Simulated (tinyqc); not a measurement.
Stretching all distances: RHF, UHF, MP2, CISD and CCSD against full CI in the 6-31g basis, for H2, spin multiplicity 1. Computed by the program tinyqc with PySCF. All coordinates are multiplied by the scale. c0^2 is the weight of the RHF determinant in the lowest singlet FCI state (UHF is spin-contaminated and may lie near states of higher spin) and n(LUMO) the first natural occupation beyond the occupied space.

Geometry (angstrom):
```
atom,x,y,z
H,0.0000,0.0000,0.0000
H,0.0000,0.0000,0.6690
```

Full CI energy (hartree) and errors against it (kcal/mol):
```
scale,distance 1-2 (angstrom),E(FCI),RHF,UHF,MP2,CISD,CCSD,<S^2> UHF,c0^2,n(LUMO)
0.900,0.602,-1.13262,13.784,13.784,3.834,0.000,0.000,0.000,0.990,0.014
1.100,0.736,-1.15163,15.578,15.578,4.699,0.000,0.000,0.000,0.986,0.023
1.310,0.876,-1.14336,17.737,17.737,5.882,0.000,0.000,0.000,0.980,0.036
1.510,1.010,-1.12524,20.276,20.276,7.387,0.000,0.000,0.000,0.971,0.054
1.720,1.151,-1.10328,23.629,23.629,9.455,0.000,0.000,0.000,0.958,0.081
1.920,1.284,-1.08287,27.589,25.999,11.941,0.000,0.000,0.240,0.941,0.115
2.130,1.425,-1.06353,32.618,24.249,15.114,0.000,0.000,0.497,0.917,0.162
2.330,1.559,-1.04775,38.244,20.623,18.653,0.000,0.000,0.660,0.889,0.217
```

What does the comparison show, and why?

UHF parts from RHF first at scale 1.92 of those listed, where <S^2> leaves zero. The weight c0^2 goes from 0.99 to 0.89 and n(LUMO) from 0.01 to 0.22: static correlation grows as the bonds break into open-shell fragments. The spread of the error along the curve, which distorts its shape, is CISD 0.0, CCSD 0.0, UHF 12.2, MP2 14.8, RHF 24.5 kcal/mol. With two electrons CISD and CCSD are exact.
